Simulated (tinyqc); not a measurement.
Elastic strain and critical thickness of a cubic alloy layer A(1-x)B(x) on a thick substrate: one step, computed by the program tinyqc.

Strain is positive in tension. The layer is coherent with the substrate unless said otherwise.

Problem. Biaxial strain, stress and energy. (111): D = 2 (C11 + 2 C12 - 2 C44)/(C11 + 2 C12 + 4 C44), M = 6 C44 (C11 + 2 C12)/(C11 + 2 C12 + 4 C44). The free surface carries no normal stress, so e_perp = -D f; dV/V = 2 f + e_perp; stress = M f; energy per area = M f^2 h (1 GPa nm = 1 J/m^2).

Inputs (values chosen for the exercise, for a model alloy): layer thickness h = 5.6 nm.

Growth plane: (111).

elastic constants (GPa): C11 122.2280, C12 58.1396, C44 55.3192

misfit f = -0.01468814

Give: ratio D; normal strain e_perp; volume strain dV/V; biaxial modulus M; in-plane stress; strain energy per area.

Solution.

ratio D = 0.5562

normal strain e_perp = 0.008170

volume strain dV/V = -0.02121

biaxial modulus M = 172.2 GPa

in-plane stress = -2.529 GPa

strain energy per area = 0.2080 J/m^2
